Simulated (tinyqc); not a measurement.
## Van der Pauw, Hall and four-point-probe measurements on a doped layer: correction factor against the shape of the sample

A uniform n-type layer with sheet resistance Rs = 1/(q ns mu), point contacts, low field (mu B small).

Rs = 1/(q ns mu). For a rectangle with contacts at the corners, RA = (8 Rs/pi) sum_(k>=0) ln coth((2k + 1) pi a/(2 b)) with current along a short side b and voltage along the opposite one, RB the same with a and b exchanged. ar = a/b. F = Rs/[(pi/ln 2)(RA + RB)/2]; small-asymmetry estimate 1 - (ln 2/2) d^2 - ((ln 2)^2/4 - (ln 2)^3/12) d^4 with d = (RB - RA)/(RB + RA).

Parameters, values chosen for the exercise: sheet density of the layer ns = 1.8e14 cm^-2; drift mobility mu = 83 cm^2/(V s).

Constants: q = 1.602176634e-19 C. Results are converted to the units shown.

Correction factor against the shape of the sample:
```
ar	RA (ohm)	RB (ohm)	RB/RA	F	estimate of F
1	92.175	92.175	1.0000	1.0000	1.0000
1.23	44.666	166.79	3.7341	0.87182	0.87413
1.46	21.676	251.92	11.622	0.67381	0.70823
1.69	10.523	342.56	32.554	0.52212	0.62128
1.91	5.2717	431.87	81.922	0.42172	0.58618
2.14	2.5594	526.61	205.75	0.34838	0.57126
2.37	1.2426	622.04	500.59	0.29577	0.56529
2.6	0.60330	717.81	1189.8	0.25661	0.56285
```

What does the comparison show?

RB/RA rises from 1.00 to 1190 and F falls from 1.00 to 0.257. The estimate is 5.1 % above F at a/b = 1.46 and 2.19 times it in the last row. RA shrinks about as exp(-pi a/b): by a factor of 2.06 between the last two rows, against 2.06.

tinyqc, about 0.01 s, one thread, Intel Xeon 2.30GHz (shared host): `OMP_NUM_THREADS=1 python tinyqc.py 2850131 2850132 out.jsonl`
